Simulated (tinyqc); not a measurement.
Inside a calculation. Method: one-electron ion in a basis of Gaussians. One step of it, computed by the program tinyqc.

Problem. Generalised eigenproblem. Solve H C = S C e through S^(-1/2); each column has its largest component positive (the first on a tie).

H = T + V (hartree), lower triangle:
```
           1          2          3          4         5
1  -0.284985
2  -0.285391  -0.390184
3  -0.213633  -0.384107  -0.452670
4  -0.131762  -0.299326  -0.425623  -0.278624
5  -0.072720  -0.193685  -0.367864  -0.190521  0.707576
```

S, lower triangle:
```
          1         2         3         4         5
1  1.000000
2  0.763023  1.000000
3  0.373214  0.762927  1.000000
4  0.140763  0.373333  0.763167  1.000000
5  0.046967  0.140830  0.373560  0.763205  1.000000
```

Give: eigenvalues of S; eigenvalues; coefficients.

Solution.

eigenvalues of S: 0.0328  0.1465  0.5181  1.4332  2.8694

eigenvalues (hartree): -0.4991  -0.2217  -0.0548  0.5868  2.7649

coefficients:
```
        1        2        3        4        5
1  0.0065   0.9810  -1.4706   0.6502  -0.2857
2  0.3159   0.0907   2.3945  -1.8662   0.8975
3  0.5462  -0.4273  -1.1767   2.7576  -1.8023
4  0.2033  -0.1336  -0.0820  -1.8295   2.5948
5  0.0826  -0.0525  -0.1034   0.0043  -1.9009
```

For Z = 2 and l = 1 the exact lowest level is -Z^2/(2 n^2) with n = l + 1: -0.500000 hartree.
